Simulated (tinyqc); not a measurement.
Worked calculation: Jacobi rotations on a symmetric matrix. Computed by tinyqc, a small Python program that keeps every step. Settings: method = jacobi. Command: `OMP_NUM_THREADS=1 python tinyqc.py 28161 28162 out.jsonl` (the two numbers bound the seeds that draw the settings). One thread of a shared host (Intel(R) Xeon(R) Processor @ 2.60GHz), about 0.01 s of CPU time with the checks.

## Jacobi rotation 1

A:
```
         1        2        3        4
1   1.5540   0.0050   0.0990  -0.3490
2   0.0050   1.7250  -0.8430   0.1730
3   0.0990  -0.8430   2.8880  -0.6970
4  -0.3490   0.1730  -0.6970   3.0860
```

Take the largest off-diagonal element A_pq; tan 2 theta = 2 A_pq / (A_qq - A_pp) with |theta| <= pi/4; A' = J^T A J with J_pp = J_qq = cos, J_pq = sin, J_qp = -sin.

p, q, theta (rad): 2.0000  3.0000  -0.4835

A':
```
         1        2        3        4
1   1.5540   0.0504   0.0853  -0.3490
2   0.0504   1.2824   0.0000  -0.1708
3   0.0853   0.0000   3.3306  -0.6975
4  -0.3490  -0.1708  -0.6975   3.0860
```

## Jacobi rotation 2

As before.

p, q, theta (rad): 3.0000  4.0000  0.6986

A':
```
         1        2       3        4
1   1.5540   0.0504  0.2898  -0.2124
2   0.0504   1.2824  0.1099  -0.1308
3   0.2898   0.1099  3.9165   0.0000
4  -0.2124  -0.1308  0.0000   2.5001
```

## Jacobi rotation 3

As before.

p, q, theta (rad): 1.0000  3.0000  0.1203

A':
```
         1        2        3        4
1   1.5190   0.0369   0.0000  -0.2108
2   0.0369   1.2824   0.1151  -0.1308
3   0.0000   0.1151   3.9515  -0.0255
4  -0.2108  -0.1308  -0.0255   2.5001
```

## All rotations

The off-diagonal norm falls at every rotation.

Rotations:

| step | p | q | theta | off-diagonal norm |
|---|---|---|---|---|
| 1 | 2 | 3 | -0.4835 | 1.14e+00 |
| 2 | 3 | 4 | 0.6986 | 5.67e-01 |
| 3 | 1 | 3 | 0.1203 | 3.92e-01 |
| 4 | 1 | 4 | -0.2029 | 2.54e-01 |
| 5 | 2 | 4 | -0.1059 | 1.67e-01 |
| 6 | 2 | 3 | 0.0416 | 5.46e-02 |
| 7 | 3 | 4 | 0.0264 | 1.58e-02 |
| 8 | 1 | 2 | -0.0466 | 7.18e-03 |
| 9 | 1 | 3 | -0.0019 | 2.73e-03 |
| 10 | 2 | 4 | 0.0012 | 1.55e-03 |
| 11 | 1 | 4 | -0.0010 | 2.52e-04 |
| 12 | 2 | 3 | 6.62e-05 | 3.99e-06 |
| 13 | 3 | 4 | -1.62e-06 | 2.36e-06 |
| 14 | 1 | 2 | -7.83e-06 | 4.25e-09 |
| 15 | 1 | 3 | 9.63e-10 | 2.58e-09 |
| 16 | 2 | 4 | -1.41e-09 | 4.00e-14 |

eigenvalues: 1.2629  1.4760  2.5569  3.9571
